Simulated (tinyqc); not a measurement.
Charge neutrality level from zone-averaged pseudopotential bands: one step. The neutrality level. Five cases, with inputs chosen for the exercise.

Task: Energies are counted from the valence top at Gamma. E_N = (1/2) weighted mean of [E5 + (E3 + E4)/2]. Compare with half the smallest indirect gap, min(Delta/X, L)/2, and give the barrier for electrons in the limit of full pinning, min(gaps) - E_N.

Case 1.

Levels (eV):

| kx | ky | kz | weight | E3 | E4 | E5 | E6 |
|---|---|---|---|---|---|---|---|
| 0.125000 | 0.125000 | 0.125000 | 2 | -0.287256 | -0.287256 | 3.040395 | 3.823743 |
| 0.375000 | 0.125000 | 0.125000 | 6 | -1.372361 | -1.297285 | 2.574362 | 4.503598 |
| 0.375000 | 0.375000 | 0.125000 | 6 | -2.446817 | -0.810048 | 3.189463 | 4.369321 |
| 0.375000 | 0.375000 | 0.375000 | 2 | -1.167948 | -1.167948 | 1.929168 | 4.079600 |
| 0.625000 | 0.125000 | 0.125000 | 6 | -2.831695 | -2.353048 | 1.611676 | 3.167881 |
| 0.625000 | 0.375000 | 0.125000 | 12 | -3.525796 | -2.045528 | 3.275977 | 4.019431 |
| 0.625000 | 0.375000 | 0.375000 | 6 | -2.427741 | -1.673333 | 2.527899 | 3.990861 |
| 0.625000 | 0.625000 | 0.125000 | 6 | -4.228516 | -2.011587 | 2.120550 | 5.942772 |
| 0.875000 | 0.125000 | 0.125000 | 6 | -3.653303 | -2.863000 | 1.078875 | 2.215868 |
| 0.875000 | 0.375000 | 0.125000 | 12 | -4.299696 | -3.141896 | 2.684708 | 4.668972 |

gaps to Gamma, Delta/X, L (eV): 3.349677  0.749799  1.779907

Case 2.

Levels (eV):

| kx | ky | kz | weight | E3 | E4 | E5 | E6 |
|---|---|---|---|---|---|---|---|
| 0.166667 | 0.166667 | 0.166667 | 2 | -0.282859 | -0.282859 | 3.431322 | 5.703867 |
| 0.500000 | 0.166667 | 0.166667 | 6 | -1.532522 | -1.326174 | 3.701412 | 5.576015 |
| 0.500000 | 0.500000 | 0.166667 | 6 | -2.494259 | -0.965894 | 3.924778 | 5.585658 |
| 0.500000 | 0.500000 | 0.500000 | 1 | -0.912095 | -0.912095 | 2.582925 | 5.423389 |
| 0.833333 | 0.166667 | 0.166667 | 6 | -3.001817 | -2.068079 | 2.700912 | 4.272302 |
| 0.833333 | 0.500000 | 0.166667 | 6 | -3.428809 | -2.164308 | 4.870869 | 5.115842 |

gaps to Gamma, Delta/X, L (eV): 2.628766  2.163325  2.582925

Case 3.

Levels (eV):

| kx | ky | kz | weight | E3 | E4 | E5 | E6 |
|---|---|---|---|---|---|---|---|
| 0.166667 | 0.166667 | 0.166667 | 2 | -0.287627 | -0.287627 | 3.503160 | 5.730512 |
| 0.500000 | 0.166667 | 0.166667 | 6 | -1.552328 | -1.344356 | 3.725966 | 5.637015 |
| 0.500000 | 0.500000 | 0.166667 | 6 | -2.525464 | -0.980641 | 3.964374 | 5.628622 |
| 0.500000 | 0.500000 | 0.500000 | 1 | -0.926454 | -0.926454 | 2.619576 | 5.456623 |
| 0.833333 | 0.166667 | 0.166667 | 6 | -3.039874 | -2.094415 | 2.723524 | 4.293048 |
| 0.833333 | 0.500000 | 0.166667 | 6 | -3.472659 | -2.191485 | 4.910000 | 5.158692 |

gaps to Gamma, Delta/X, L (eV): 2.752931  2.209289  2.619576

Case 4.

Levels (eV):

| kx | ky | kz | weight | E3 | E4 | E5 | E6 |
|---|---|---|---|---|---|---|---|
| 0.166667 | 0.166667 | 0.166667 | 2 | -0.280983 | -0.280983 | 3.455083 | 5.723266 |
| 0.500000 | 0.166667 | 0.166667 | 6 | -1.518893 | -1.314831 | 3.741478 | 5.606944 |
| 0.500000 | 0.500000 | 0.166667 | 6 | -2.471671 | -0.960562 | 3.955251 | 5.626678 |
| 0.500000 | 0.500000 | 0.500000 | 1 | -0.908168 | -0.908168 | 2.608028 | 5.466537 |
| 0.833333 | 0.166667 | 0.166667 | 6 | -2.970491 | -2.051504 | 2.766927 | 4.319421 |
| 0.833333 | 0.500000 | 0.166667 | 6 | -3.393947 | -2.141125 | 4.931333 | 5.144402 |

gaps to Gamma, Delta/X, L (eV): 2.650280  2.250383  2.608028

Case 5.

Levels (eV):

| kx | ky | kz | weight | E3 | E4 | E5 | E6 |
|---|---|---|---|---|---|---|---|
| 0.125000 | 0.125000 | 0.125000 | 2 | -0.177402 | -0.177402 | 2.433910 | 4.721965 |
| 0.375000 | 0.125000 | 0.125000 | 6 | -0.934524 | -0.930401 | 3.221433 | 4.169981 |
| 0.375000 | 0.375000 | 0.125000 | 6 | -1.778885 | -0.561137 | 3.089178 | 5.040809 |
| 0.375000 | 0.375000 | 0.375000 | 2 | -0.815213 | -0.815213 | 1.834905 | 5.086489 |
| 0.625000 | 0.125000 | 0.125000 | 6 | -2.057751 | -1.691933 | 2.562782 | 3.865729 |
| 0.625000 | 0.375000 | 0.125000 | 12 | -2.658036 | -1.440396 | 3.731007 | 4.579815 |
| 0.625000 | 0.375000 | 0.375000 | 6 | -1.856079 | -1.182258 | 2.684620 | 4.684519 |
| 0.625000 | 0.625000 | 0.125000 | 6 | -3.227731 | -1.438387 | 2.905508 | 5.973985 |
| 0.875000 | 0.125000 | 0.125000 | 6 | -2.697652 | -2.114352 | 2.061388 | 3.051970 |
| 0.875000 | 0.375000 | 0.125000 | 12 | -3.245245 | -2.266657 | 3.399309 | 5.243786 |

gaps to Gamma, Delta/X, L (eV): 1.450875  1.762300  1.684028

Give: mean of E5; mean of (E3 + E4)/2; E_N; half the indirect gap; pinned barrier for electrons.

Result:

Case 1.

mean of E5 = 2.5013 eV
mean of (E3 + E4)/2 = -2.5765 eV
E_N = -0.0376 eV
half the indirect gap = 0.3749 eV
pinned barrier for electrons = 0.7874 eV

E_N lies below the valence top by 0.038 eV. The two estimates differ by 0.41 eV; both rules are good to a few tenths of an eV only, so a position within that distance of a band edge or of mid-gap is not settled. Local form factors place the indirect gaps only to a few tenths of an eV, and E_N moves with them. Spin-orbit coupling, left out, would lift the valence top by a third of its splitting.

Case 2.

mean of E5 = 3.7272 eV
mean of (E3 + E4)/2 = -1.9416 eV
E_N = 0.8928 eV
half the indirect gap = 1.0817 eV
pinned barrier for electrons = 1.2705 eV

E_N lies at 41 % of the gap from the valence top, so pinned contacts have the lower barrier for holes. The two estimates differ by 0.19 eV; both rules are good to a few tenths of an eV only, so a position within that distance of a band edge or of mid-gap is not settled. Local form factors place the indirect gaps only to a few tenths of an eV, and E_N moves with them. Spin-orbit coupling, left out, would lift the valence top by a third of its splitting.

Case 3.

mean of E5 = 3.7618 eV
mean of (E3 + E4)/2 = -1.9669 eV
E_N = 0.8975 eV
half the indirect gap = 1.1046 eV
pinned barrier for electrons = 1.3118 eV

E_N lies at 41 % of the gap from the valence top, so pinned contacts have the lower barrier for holes. The two estimates differ by 0.21 eV; both rules are good to a few tenths of an eV only, so a position within that distance of a band edge or of mid-gap is not settled. Local form factors place the indirect gaps only to a few tenths of an eV, and E_N moves with them. Spin-orbit coupling, left out, would lift the valence top by a third of its splitting.

Case 4.

mean of E5 = 3.7736 eV
mean of (E3 + E4)/2 = -1.9237 eV
E_N = 0.9250 eV
half the indirect gap = 1.1252 eV
pinned barrier for electrons = 1.3254 eV

E_N lies at 41 % of the gap from the valence top, so pinned contacts have the lower barrier for holes. The two estimates differ by 0.20 eV; both rules are good to a few tenths of an eV only, so a position within that distance of a band edge or of mid-gap is not settled. Local form factors place the indirect gaps only to a few tenths of an eV, and E_N moves with them. Spin-orbit coupling, left out, would lift the valence top by a third of its splitting.

Case 5.

mean of E5 = 3.0195 eV
mean of (E3 + E4)/2 = -1.8916 eV
E_N = 0.5640 eV
half the indirect gap = 0.8420 eV
pinned barrier for electrons = 0.8869 eV

E_N lies at 39 % of the gap from the valence top, so pinned contacts have the lower barrier for holes. The two estimates differ by 0.28 eV; both rules are good to a few tenths of an eV only, so a position within that distance of a band edge or of mid-gap is not settled. Local form factors place the indirect gaps only to a few tenths of an eV, and E_N moves with them. Spin-orbit coupling, left out, would lift the valence top by a third of its splitting.

Computed by tinyqc, one run a case: `OMP_NUM_THREADS=1 python tinyqc.py N N+1 out.jsonl` with N = 1850608, 1850610, 1850632, 1850658, 1850716; one thread of a shared Intel(R) Xeon(R) Processor @ 2.30GHz, about 0.1 s a run at most.
